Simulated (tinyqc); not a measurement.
Tilting alike or in alternation: buckled dimers of a reconstructed (001) surface, two dangling bonds a dimer.

In a dimer one atom moves up by z and the other down by z; the dangling bond of the up atom (more s-like) falls by gm z and that of the down atom rises by gm z. With all dimers tilted alike: H(k) = [[-gm z - 2 ta cos k, -tp - 2 tx cos k], [., gm z - 2 ta cos k]], k along the row in 1/a. Two electrons a dimer fill the lowest N of the 2N levels on the mesh k_j = (j + 1/2) pi/N. Total energy a dimer: W(z) = (2/N) sum of the filled levels + kf z^2. Repulsion between electrons is left out.

Inputs chosen for the exercise (of the size met on Ge(001); the results hold for these values, not for the real material):
```
symbol  value  unit           meaning
tp      0.2    eV             pi coupling inside a dimer
ta      0.05   eV             coupling between like atoms along the row
tx      0      eV             diagonal coupling along the row
gm      1.7    eV/angstrom    shift of a dangling bond with height
kf      5.5    eV/angstrom^2  force constant of buckling
N       16                    k points
```

Alternation doubles the cell: sites L1, R1, L2, R2 with levels -gm z, +gm z, +gm z, -gm z, -tp inside a dimer, -2 ta cos k between L1-L2 and R1-R2, -2 tx cos k between L1-R2 and R1-L2, on k_j = (j + 1/2) pi/(2N); the lowest half of the levels is filled. Energies a dimer; gaps on these meshes.

Two patterns:
```
z (angstrom)  W alike (eV)  W alternating (eV)  difference (meV)  gap alike (eV)  gap alternating (eV)
0.05               -0.4209             -0.4249              -4.0          0.2356                0.2627
0.10               -0.4700             -0.4784              -8.4          0.3259                0.3946
0.15               -0.5244             -0.5341              -9.7          0.4491                0.5479
0.20               -0.5689             -0.5784              -9.4          0.5899                0.7089
0.30               -0.6006             -0.6085              -7.9          0.8966                1.0395
0.40               -0.5376             -0.5441              -6.5          1.2186                1.3747
0.50               -0.3714             -0.3768              -5.4          1.5474                1.7118
```

The lowest W listed is -0.6006 eV for like tilts and -0.6085 eV for alternation; the difference at equal z runs from -9.7 to -4.0 meV. With alternation ta joins filled up atoms to empty down atoms and gains energy in second order, about 2 ta^2/(gm z) a dimer at large z, while tx does so for like tilts; here ta = 0.05 and tx = 0 eV. At z = 0.3 the gap is 0.897 eV alike and 1.039 eV alternating.

Run: tinyqc, `OMP_NUM_THREADS=1 python tinyqc.py 1480195 1480196 out.jsonl`; Intel(R) Xeon(R) Processor @ 2.30GHz, one thread, shared host; about 0.02 s of CPU time with all checks.
